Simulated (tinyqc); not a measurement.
Special k points of the hexagonal lattice: one step. Which stars the mesh integrates. Five cases, with inputs chosen for the exercise.

Question. Lattice vectors in units of a: a1 = (1, 0), a2 = (-1/2, sqrt(3)/2); f are fractions of the reciprocal vectors. Evaluate the first six A_m at each irreducible point (k . R = 2 pi sum f_i n_i) and form the weighted means.

A_m(k) = sum over the m-th star of lattice vectors R of cos(k . R), stars in order of length: m = 1: |R|^2 = 1, 6 vectors, such as (1, 1) in the basis a_i; m = 2: |R|^2 = 3, 6 vectors, such as (2, 1) in the basis a_i; m = 3: |R|^2 = 4, 6 vectors, such as (2, 2) in the basis a_i; m = 4: |R|^2 = 7, 12 vectors, such as (3, 2) in the basis a_i; m = 5: |R|^2 = 9, 6 vectors, such as (3, 3) in the basis a_i; m = 6: |R|^2 = 12, 6 vectors, such as (4, 2) in the basis a_i. The zone mean of every A_m is zero.

Case 1.

Irreducible points:
```
f1              f2  weight
0.000000  0.000000       1
0.000000  0.125000       6
0.000000  0.250000       6
0.000000  0.375000       6
0.000000  0.500000       3
0.125000  0.125000       6
0.125000  0.250000      12
0.125000  0.375000      12
0.250000  0.250000       6
0.250000  0.375000       6
```

Case 2.

Irreducible points:
```
f1              f2  weight
0.000000  0.000000       1
0.000000  0.250000       6
0.000000  0.500000       3
0.250000  0.250000       6
```

Case 3.

Irreducible points:
```
f1              f2  weight
0.000000  0.000000       1
0.000000  0.166667       6
0.000000  0.333333       6
0.000000  0.500000       3
0.166667  0.166667       6
0.166667  0.333333      12
0.333333  0.333333       2
```

Case 4.

Irreducible points:
```
f1              f2  weight
0.000000  0.000000       1
0.000000  0.111111       6
0.000000  0.222222       6
0.000000  0.333333       6
0.000000  0.444444       6
0.111111  0.111111       6
0.111111  0.222222      12
0.111111  0.333333      12
0.111111  0.444444       6
0.222222  0.222222       6
0.222222  0.333333      12
0.333333  0.333333       2
```

Case 5.

Irreducible points:
```
f1              f2  weight
0.000000  0.000000       1
0.000000  0.125000       6
0.000000  0.250000       6
0.000000  0.375000       6
0.000000  0.500000       3
0.125000  0.125000       6
0.125000  0.250000      12
0.125000  0.375000      12
0.250000  0.250000       6
0.250000  0.375000       6
```

Give: A_m at the points; weighted means.

Answer.

Case 1.

A_m at the points:
```
       m=1     m=2     m=3     m=4     m=5     m=6
1    6.000   6.000   6.000  12.000   6.000   6.000
2    4.828   2.828   2.000   0.000  -0.828  -2.000
3    2.000  -2.000  -2.000  -4.000   2.000  -2.000
4   -0.828  -2.828   2.000   0.000   4.828  -2.000
5   -2.000  -2.000   6.000  -4.000  -2.000   6.000
6    2.828  -0.828  -2.000  -4.000  -2.828   2.000
7    0.000  -2.000  -2.000   4.000   0.000   2.000
8   -2.000   0.000   2.000   0.000  -2.000  -2.000
9   -2.000   2.000  -2.000   4.000  -2.000  -2.000
10  -2.828   4.828  -2.000  -4.000   2.828   2.000
```

weighted means: m=1 0.000, m=2 0.000, m=3 0.000, m=4 0.000, m=5 0.000, m=6 0.000

Case 2.

A_m at the points:
```
      m=1     m=2     m=3     m=4     m=5     m=6
1   6.000   6.000   6.000  12.000   6.000   6.000
2   2.000  -2.000  -2.000  -4.000   2.000  -2.000
3  -2.000  -2.000   6.000  -4.000  -2.000   6.000
4  -2.000   2.000  -2.000   4.000  -2.000  -2.000
```

weighted means: m=1 0.000, m=2 0.000, m=3 0.000, m=4 0.000, m=5 0.000, m=6 0.000

Case 3.

A_m at the points:
```
      m=1     m=2     m=3     m=4     m=5     m=6
1   6.000   6.000   6.000  12.000   6.000   6.000
2   4.000   1.000   0.000  -4.000  -2.000  -3.000
3   0.000  -3.000   0.000   0.000   6.000  -3.000
4  -2.000  -2.000   6.000  -4.000  -2.000   6.000
5   1.000  -2.000  -3.000   2.000  -2.000   6.000
6  -2.000   1.000   0.000   2.000  -2.000  -3.000
7  -3.000   6.000  -3.000  -6.000   6.000   6.000
```

weighted means: m=1 0.000, m=2 0.000, m=3 0.000, m=4 0.000, m=5 0.000, m=6 0.000

Case 4.

A_m at the points:
```
       m=1     m=2     m=3     m=4     m=5     m=6
1    6.000   6.000   6.000  12.000   6.000   6.000
2    5.064   3.411   2.695   1.759   0.000  -1.185
3    2.695  -1.185  -1.759  -5.064   0.000  -2.227
4    0.000  -3.000   0.000   0.000   6.000  -3.000
5   -1.759  -2.227   5.064  -2.695   0.000   3.411
6    3.411   0.000  -1.185  -4.453  -3.000   0.000
7    0.879  -2.227  -2.532   1.347   0.000   3.411
8   -1.347  -1.185   0.879   2.532   0.000  -2.227
9   -2.227   0.000   3.411  -2.370  -3.000   0.000
10  -1.185   0.000  -2.227   6.823  -3.000   0.000
11  -2.532   3.411  -1.347  -0.879   0.000  -1.185
12  -3.000   6.000  -3.000  -6.000   6.000   6.000
```

weighted means: m=1 0.000, m=2 0.000, m=3 0.000, m=4 0.000, m=5 0.000, m=6 0.000

Case 5.

A_m at the points:
```
       m=1     m=2     m=3     m=4     m=5     m=6
1    6.000   6.000   6.000  12.000   6.000   6.000
2    4.828   2.828   2.000   0.000  -0.828  -2.000
3    2.000  -2.000  -2.000  -4.000   2.000  -2.000
4   -0.828  -2.828   2.000   0.000   4.828  -2.000
5   -2.000  -2.000   6.000  -4.000  -2.000   6.000
6    2.828  -0.828  -2.000  -4.000  -2.828   2.000
7    0.000  -2.000  -2.000   4.000   0.000   2.000
8   -2.000   0.000   2.000   0.000  -2.000  -2.000
9   -2.000   2.000  -2.000   4.000  -2.000  -2.000
10  -2.828   4.828  -2.000  -4.000   2.828   2.000
```

weighted means: m=1 0.000, m=2 0.000, m=3 0.000, m=4 0.000, m=5 0.000, m=6 0.000

All six means vanish: the mesh is exact for functions whose Fourier series ends within these stars.

Computed by tinyqc, one run a case: `OMP_NUM_THREADS=1 python tinyqc.py N N+1 out.jsonl` with N = 1651617, 1652175, 1652686, 1680348, 1680742; one thread of a shared Intel(R) Xeon(R) Processor @ 2.30GHz, about 0.2 s a run at most.
